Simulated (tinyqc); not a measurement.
Nudged elastic band on a two-dimensional model surface: one step, computed by the program tinyqc. Command: `OMP_NUM_THREADS=1 python tinyqc.py 3023927 3023928 out.jsonl neb walk`. One thread of a shared host (Intel(R) Xeon(R) Processor @ 2.30GHz), about 0.1 s of CPU time with the checks.

V(x, y) = -A (cos kx + cos ky) - B cos kx cos ky + (C sin ky + S sin kx)(1 - cos kx), k = 2 pi/a; the atom hops from the minimum at (0, 0) to that at (a, 0).

Task: Iteration 2. Tangent at image i: towards the higher neighbour if the energies rise or fall through i; at a maximum or minimum, tau = t+ dmax + t- dmin if V(i+1) > V(i-1), else t+ dmin + t- dmax, with t+ = R(i+1) - R(i), t- = R(i) - R(i-1) and dmax, dmin the larger and smaller of |V(i+1) - V(i)| and |V(i-1) - V(i)|; then normalise. Force F = -grad V + (grad V.tau) tau + k_s (|t+| - |t-|) tau. Update R(new) = R + eta F; the end points stay fixed.

Inputs (values chosen for the exercise, for a model surface):
```
quantity              value           unit
amplitude A            0.18             eV
amplitude B          -0.031             eV
skew C                0.072             eV
asymmetry S           0.024             eV
period a                2.7       angstrom
spring constant k_s    0.31  eV/angstrom^2
step factor eta        0.37  angstrom^2/eV
```

Surface: adatom on a square lattice. Climbing image: off.

images after iteration 1 (angstrom):
```
                x          y
image 1  0.337500  -0.018158
image 2  0.675000  -0.061994
image 3  1.012500  -0.105831
image 4  1.350000  -0.123988
image 5  1.687500  -0.105831
image 6  2.025000  -0.061994
image 7  2.362500  -0.018158
```

positions (angstrom):
```
               x          y
start   0.000000   0.000000
end     2.700000   0.000000
saddle  1.194566  -0.252692
```

Give: unit tangents; forces; images after iteration 2.

Result:

unit tangents:
```
              x        y
image 1  0.9917  -0.1288
image 2  0.9917  -0.1288
image 3  0.9986  -0.0537
image 4  0.9990  -0.0442
image 5  0.9986   0.0537
image 6  0.9917   0.1288
image 7  0.9917   0.1288
```

forces (eV/angstrom):
```
               x        y
image 1  -0.0082  -0.0688
image 2  -0.0198  -0.1523
image 3  -0.0100  -0.1719
image 4  -0.0078  -0.1763
image 5   0.0102  -0.1761
image 6   0.0179  -0.1380
image 7   0.0069  -0.0587
```

images after iteration 2 (angstrom):
```
             x       y
image 1  0.334  -0.044
image 2  0.668  -0.118
image 3  1.009  -0.169
image 4  1.347  -0.189
image 5  1.691  -0.171
image 6  2.032  -0.113
image 7  2.365  -0.040
```
